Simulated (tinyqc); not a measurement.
## Length offset and series resistance from crossing lines

Problem. R_total = Rs + k (L - dL)/Vo with constant Rs, dL and k. Find k, dL and Rs.

R_total at (L, Vo) = (30, 0.31), (90, 0.31), (30, 0.83) and (90, 0.83), L in nm and Vo in V (ohm um): 511.61290  840.64516  429.15663  552.04819

Solution. At each overdrive R is a straight line in L with slope k/Vo; the two lines cross at L = dL, R = Rs.

k = 1.70 ohm um V/nm
dL = 6.00 nm
Rs = 380 ohm um

Numbers from tinyqc (`OMP_NUM_THREADS=1 python tinyqc.py 2282269 2282270 out.jsonl`; about 0.04 s on one thread of a shared Intel Xeon 2.30GHz).
